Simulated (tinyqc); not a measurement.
From results back to parameters: periodic multilayer mirror for extreme ultraviolet light. Three cases, with inputs chosen for the exercise.

Problem. With a mean index 1 - dm the Bragg wavelength is lam_B = 2 L sqrt((1 - dm)^2 - sin^2 theta). It is given at 0 degrees and at th2; L and dm are hidden. Then the absorber share is Gm = (dm - delta_S)/(delta_A - delta_S), with the first entries of dS and dA; L is the period.

Case 1.

Values chosen (out of a larger set: optical constants near those of Mo and Si at 13.5 nm; not measured data): th2 = 20 degrees (second angle); dA = (0.0778, 0.00646) (delta and beta of the absorber, N = 1 - delta + i beta); dS = (0.0011, 0.00172) (delta and beta of the spacer and the substrate).

lam_B at 0 = 13.391580 nm
lam_B at th2 = 12.529667 nm

Case 2.

Values chosen (out of a larger set: optical constants near those of Mo and Si at 13.5 nm; not measured data): th2 = 20 degrees (second angle); dA = (0.078, 0.00678) (delta and beta of the absorber, N = 1 - delta + i beta); dS = (0.0011, 0.0019) (delta and beta of the spacer and the substrate).

lam_B at 0 = 13.797320 nm
lam_B at th2 = 12.898771 nm

Case 3.

Values chosen (out of a larger set: optical constants near those of Mo and Si at 13.5 nm; not measured data): th2 = 15 degrees (second angle); dA = (0.075, 0.00679) (delta and beta of the absorber, N = 1 - delta + i beta); dS = (0.0008, 0.00173) (delta and beta of the spacer and the substrate).

lam_B at 0 = 13.471560 nm
lam_B at th2 = 12.989452 nm

Find: L; dm; Gm.

Solution. The difference of the squares is 4 L^2 sin^2(th2); then 1 - dm = lam_B(0)/(2 L).

Case 1.

L = 6.910 nm
dm = 0.0310
Gm = 0.39

Case 2.

L = 7.160 nm
dm = 0.0365
Gm = 0.46

Case 3.

L = 6.900 nm
dm = 0.0238
Gm = 0.31

Computed by tinyqc, one run a case: `OMP_NUM_THREADS=1 python tinyqc.py N N+1 out.jsonl` with N = 1681547, 1681562, 1681564; one thread of a shared Intel(R) Xeon(R) Processor @ 2.30GHz, about 0.01 s a run at most.
